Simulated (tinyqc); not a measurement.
Donor or exciton in a quantum well (variational effective-mass method): one step, computed by the program tinyqc. Command: `OMP_NUM_THREADS=1 python tinyqc.py 3023284 3023285 out.jsonl welldonor walk`. One thread of a shared host (Intel(R) Xeon(R) Processor @ 2.30GHz), about 0.2 s of CPU time with the checks.

H = -nabla^2 - 2/|r - r_i| + V(z) in effective units; trial function psi = f(z) exp(-|r - r_i|/lambda), f the ground state of the well. Mass and screening are the same in well and barrier; l = L/a* is the width in effective units. Bands are flat: no polarisation or applied field.

Task: The subband. k solves k tan(k l/2) = sqrt(v - k^2), v = V_0/Ry*, 0 < k l/2 < pi/2 (bisection); f = cos(k z) inside and cos(k l/2) exp(-kappa (|z| - l/2)) outside, kappa = sqrt(v - k^2); subband energy k^2 Ry*.

Inputs (values chosen for the exercise, for a model semiconductor): barrier height V_0 = 0.18 eV.

Centre: donor. Barriers: finite.

l = 0.3370439

Ry* = 6.048495 meV

Give: k; subband energy; kappa.

Result:

k = 4.165 1/a*

subband energy = 104.9 meV

kappa = 3.523 1/a*
